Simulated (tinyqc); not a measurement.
# Punch-through p+-n junction, ionisation integral and breakdown: several studies

A p+ layer at x < 0 and an n drift layer from x = 0 to L on an n+ substrate. Depletion approximation, built-in voltage neglected. Local ionisation coefficients alpha_n = an exp(-(bn/E)^mx), alpha_p = ap exp(-(bp/E)^mx). Electrons move towards +x, holes towards x = 0.

Parameters, values chosen for the exercise; material values close to those of indium phosphide: relative permittivity eps_r = 12.5; prefactor of the electron ionisation coefficient an = 1.13e7 1/cm; field constant for electrons bn = 3.26e6 V/cm; prefactor of the hole ionisation coefficient ap = 4.83e6 1/cm; field constant for holes bp = 2.63e6 V/cm; exponent mx = 1; electron mobility of the drift layer mu = 4980 cm^2/(V s); donor density of the drift layer N = 2.1e16 cm^-3; thickness of the drift layer L = 0.49 um.

Constants: q = 1.602176634e-19 C, eps0 = 8.8541878128e-14 F/cm where lengths are in cm. Results are converted to the units shown.

Each table varies one quantity; the others keep the values above.

## Multiplication against voltage

W = sqrt(2 eps0 eps_r V/(q N)), peak field E0 = q N W/(eps0 eps_r), falling linearly to 0 at W; if W > L the layer is punched through: W = L, E0 = V/L + q N L/(2 eps0 eps_r), falling linearly to E1 = V/L - q N L/(2 eps0 eps_r). G(x) = integral from 0 to x of (alpha_n - alpha_p); I_n = integral of alpha_n exp(-G) (electrons injected at x = 0), I_p = integral of alpha_p exp(G(end) - G) (holes injected at the far edge); M = 1/(1 - I). Integrals on a fine grid; BV is where I_n = 1. Here BV = 24.2317 V; the Miller exponent is n = ln(1 - 1/M)/ln(V/BV).

Multiplication against voltage:

| V (V) | E0 (kV/cm) | I_n | I_p | M_n | M_p | Miller n, electrons | Miller n, holes |
|---|---|---|---|---|---|---|---|
| 9.69 | 272 | 4.61e-4 | 0.00239 | 1.00 | 1.00 | 8.38 | 6.58 |
| 12.1 | 321 | 0.00394 | 0.0142 | 1.00 | 1.01 | 7.97 | 6.13 |
| 14.5 | 370 | 0.0198 | 0.0533 | 1.02 | 1.06 | 7.64 | 5.71 |
| 17 | 421 | 0.0739 | 0.153 | 1.08 | 1.18 | 7.35 | 5.30 |
| 19.4 | 470 | 0.206 | 0.332 | 1.26 | 1.50 | 7.09 | 4.96 |
| 20.8 | 499 | 0.346 | 0.482 | 1.53 | 1.93 | 6.95 | 4.78 |
| 22.3 | 530 | 0.569 | 0.682 | 2.32 | 3.14 | 6.79 | 4.61 |
| 23.3 | 550 | 0.770 | 0.838 | 4.34 | 6.16 | 6.68 | 4.52 |
| 23.9 | 562 | 0.913 | 0.940 | 11.5 | 16.7 | 6.61 | 4.47 |

M_n rises from 1.000 to 11.5 and M_p from 1.002 to 16.7; both diverge at BV. The Miller exponent for electrons falls from 8.38 to 6.61 and that for holes falls from 6.58 to 4.47, so one exponent describes neither over the whole range. The larger multiplication belongs to holes, whose coefficient at the peak field of the last row is 1.31 times the other.

## Effect of the drift doping

Same model as above.

Specific on-resistance Ron = L/(q mu N) with constant mobility and full ionisation.

Effect of the drift doping:

| N (cm^-3) | BV (V) | E0 at BV (kV/cm) | W at BV (um) | Ron (mohm cm^2) | BV^2/Ron (MW/cm^2) | eps0 eps_r mu E0^3/4 (MW/cm^2) |
|---|---|---|---|---|---|---|
| 1.8e15 | 24.5 | 506 | 0.490 | 0.0341 | 17.6 | 178 |
| 3.4e15 | 24.5 | 512 | 0.490 | 0.0181 | 33.2 | 184 |
| 6.4e15 | 24.5 | 522 | 0.490 | 0.00960 | 62.4 | 196 |
| 1.2e16 | 24.4 | 541 | 0.490 | 0.00512 | 117 | 218 |
| 2.4e16 | 24.1 | 578 | 0.490 | 0.00256 | 228 | 266 |
| 4.6e16 | 23.0 | 632 | 0.490 | 0.00134 | 396 | 348 |
| 8.8e16 | 19.1 | 702 | 0.490 | 6.98e-4 | 524 | 477 |
| 1.7e17 | 12.6 | 789 | 0.320 | 3.61e-4 | 442 | 676 |

What does the comparison show?

BV falls from 24.5 to 12.6 V while the critical field rises from 506 to 789 kV/cm. BV goes as N^(0.00) between the first two rows and N^(-0.63) between the last two (a coefficient proportional to E^7 gives -0.75 without punch-through). BV^2/Ron goes from 17.6 through a maximum of 524 (at N = 8.8e16 among the rows listed) to 442 MW/cm^2; the layer is punched through at breakdown in 7 of the 8 rows. In every row the layer is under 0.5 um wide or BV under 34 V, so dead space, tunnelling and the built-in voltage, all left out, matter.

## Effect of the drift thickness

Same model as above.

The value eps0 eps_r mu E0^3/4 holds for a triangular field; a layer that punches through can exceed it.

Result of one run:

| L (um) | BV (V) | E0 at BV (kV/cm) | W at BV (um) | Ron (mohm cm^2) | BV^2/Ron (MW/cm^2) | eps0 eps_r mu E0^3/4 (MW/cm^2) |
|---|---|---|---|---|---|---|
| 1.6 | 51.0 | 562 | 1.60 | 0.00955 | 273 | 245 |

What becomes of these results when the thickness of the drift layer L is changed from 1.6 to 2.2 um, all else the same?

Result of the changed run:

| L (um) | BV (V) | E0 at BV (kV/cm) | W at BV (um) | Ron (mohm cm^2) | BV^2/Ron (MW/cm^2) | eps0 eps_r mu E0^3/4 (MW/cm^2) |
|---|---|---|---|---|---|---|
| 2.2 | 52.0 | 562 | 1.85 | 0.0131 | 206 | 245 |

The whole series:

| L (um) | BV (V) | E0 at BV (kV/cm) | W at BV (um) | Ron (mohm cm^2) | BV^2/Ron (MW/cm^2) | eps0 eps_r mu E0^3/4 (MW/cm^2) |
|---|---|---|---|---|---|---|
| 0.28 | 15.4 | 594 | 0.280 | 0.00167 | 143 | 289 |
| 0.37 | 19.3 | 579 | 0.370 | 0.00221 | 169 | 267 |
| 0.5 | 24.6 | 568 | 0.500 | 0.00298 | 203 | 253 |
| 0.67 | 30.9 | 564 | 0.670 | 0.00400 | 239 | 247 |
| 0.91 | 38.6 | 562 | 0.910 | 0.00543 | 274 | 245 |
| 1.2 | 45.6 | 562 | 1.20 | 0.00716 | 290 | 245 |
| 1.6 | 51.0 | 562 | 1.60 | 0.00955 | 273 | 245 |
| 2.2 | 52.0 | 562 | 1.85 | 0.0131 | 206 | 245 |
| 3 | 52.0 | 562 | 1.85 | 0.0179 | 151 | 245 |

BV rises from 15.4 to 52.0 V and saturates once L exceeds the free depleted width of 1.85 um, while Ron keeps rising as L. BV^2/Ron goes from 143 through a maximum of 290 (at L = 1.2 um among the rows listed) to 151 MW/cm^2. The best row has L = 0.65 of that width: the last part of the triangle adds little voltage but its full share of resistance. For L = 0.28, 0.37, 0.5, 0.67 the layer is under 0.5 um wide or BV under 34 V, so dead space, tunnelling and the built-in voltage, all left out, matter.

Computed by the program tinyqc: `OMP_NUM_THREADS=1 python tinyqc.py 2120129 2120130 out.jsonl`, one thread of a shared Intel Xeon 2.30GHz, about 0.06 s for the whole run.
